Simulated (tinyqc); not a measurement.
Elastic strain and critical thickness of a cubic alloy layer A(1-x)B(x) on a thick substrate. From curvature back to fraction x of B. Computed by tinyqc, a small Python program. Command: `OMP_NUM_THREADS=1 python tinyqc.py 3014972 3014973 out.jsonl misfit inv`. One thread of a shared host (Intel(R) Xeon(R) Processor @ 2.30GHz), about 0.02 s of CPU time with the checks.

Strain is positive in tension. The layer is coherent with the substrate unless said otherwise.

Inputs (values chosen for the exercise, for a model alloy): lattice constant a_A = 5.869 angstrom; lattice constant a_B = 6.058 angstrom; substrate lattice constant a_S = 5.857 angstrom; layer thickness h = 9.5 nm; biaxial modulus of the substrate M_S = 88.4 GPa; substrate thickness t_S = 775 micrometre; wafer diameter W = 150 mm.

Growth plane: (111).

C11, C12, C44 of A (GPa): [91.38, 54.17, 47.87]

C11, C12, C44 of B (GPa): [89.68, 41.04, 43.51]

Method:
- a = (1 - x) a_A + x a_B, the same rule for each C_ij; misfit f = (a_S - a)/a, the in-plane strain of the coherent layer.
- (111): D = 2 (C11 + 2 C12 - 2 C44)/(C11 + 2 C12 + 4 C44), M = 6 C44 (C11 + 2 C12)/(C11 + 2 C12 + 4 C44). The free surface carries no normal stress, so e_perp = -D f; dV/V = 2 f + e_perp; stress = M f; energy per area = M f^2 h (1 GPa nm = 1 J/m^2).
- Stoney: curvature = 6 |stress| h/(M_S t_S^2); radius = 1/curvature; bow = curvature W^2/8.

Task: A run gave the result below. Find the fraction x of B, known to lie between 0.18 and 0.5.

curvature = 0.001770667 1/m

Result:

Each step takes the trial c = (a f_b - b f_a)/(f_b - f_a), f being the result less the target and a, b, c the logarithms of the listed values; c replaces end b, the old b replaces a if the sign of f changed, and otherwise f_a is halved.

Scan of the range:
```
fraction x of B  curvature (1/m)
0.180                 0.00120181
0.213                 0.00135795
0.253                 0.00154508
0.300                 0.00176197
0.356                 0.00201620
0.422                 0.00231001
0.500                 0.00264916
```

False position (Illinois rule, in the logarithm of the input) inside the bracket:
```
step     end a     end b     trial  curvature (1/m)
1     0.300000  0.356000  0.301762       0.00177004
2     0.356000  0.301762  0.301890       0.00177062
3     0.356000  0.301890  0.301908       0.00177071
4     0.301890  0.301908  0.301900       0.00177067
```

Curvature rises at every point of a 13-point scan of the range (every second point is shown), so one value fits; it is bracketed by 0.300 and 0.356. Answer: fraction x of B = 0.3019.

Caution: M_S is near the value for a (001) wafer; a (111) wafer is stiffer and bends less. Caution: the curvature assumes a coherent layer, but h exceeds h_c.
